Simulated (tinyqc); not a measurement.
CCSD on RHF in the sto-3g basis, frozen core, for BeH2, spin multiplicity 1, step by step. One step of it, computed by the program tinyqc.

Question. CCSD: starting amplitudes. t_ij^ab = <ij||ab> / (e_i + e_j - e_a - e_b), whose energy is MP2.

orbital energies (hartree): MO1 -4.526878, MO2 -0.434500, MO3 -0.394569, MO4 0.213736, MO5 0.213736, MO6 0.399879, MO7 0.794499

Two-electron integrals over orbitals (pq|rs), unique and non-zero (hartree); the lowest 1 orbital is frozen and left out:
```
(22|22) 0.384071    (32|32) 0.161355    (33|22) 0.396677    (33|33) 0.419998
(42|42) 0.048109    (43|43) 0.013356    (44|22) 0.359849    (44|33) 0.344154
(44|44) 0.449859    (52|52) 0.048109    (53|53) 0.013356    (54|54) 0.024249
(55|22) 0.359849    (55|33) 0.344154    (55|44) 0.401360    (55|55) 0.449859
(62|22) -0.018598   (62|33) -0.043260   (62|44) 0.061447    (62|55) 0.061447
(62|62) 0.080794    (63|32) -0.092844   (63|63) 0.085188    (64|42) 0.046955
(64|64) 0.050100    (65|52) 0.046955    (65|65) 0.050100    (66|22) 0.384753
(66|33) 0.395852    (66|44) 0.358957    (66|55) 0.358957    (66|62) -0.030229
(66|66) 0.400932    (72|32) -0.041129   (72|63) 0.061931    (72|72) 0.056954
(73|22) -0.001587   (73|33) -0.018497   (73|44) 0.066022    (73|55) 0.066022
(73|62) 0.076352    (73|66) -0.022399   (73|73) 0.085190    (74|43) 0.013494
(74|74) 0.016817    (75|53) 0.013494    (75|75) 0.016817    (76|32) 0.141158
(76|63) -0.092837   (76|72) -0.050727   (76|76) 0.138326    (77|22) 0.411676
(77|33) 0.429031    (77|44) 0.383250    (77|55) 0.383250    (77|62) -0.025811
(77|66) 0.421010    (77|73) -0.001932   (77|77) 0.468410
```

Give: Starting amplitudes; correlation energy.

Answer.

Starting amplitudes (spin orbitals 1a, 1b, ...; amplitudes related by a flip of all spins are not repeated):
```
from      to       t
3a 3b  6a 6b  -0.054
2a 2b  6a 6b  -0.048
2a 3b  6a 7b  -0.038
2a 2b  5a 5b  -0.037
2a 2b  4a 4b  -0.037
3a 3b  7a 7b  -0.036
2a 3b  6b 7a   0.031
2a 2b  7a 7b  -0.023
3a 3b  5a 5b  -0.011
3a 3b  4a 4b  -0.011
2a 3a  6a 7a  -0.007
```

correlation energy = -0.02647 hartree
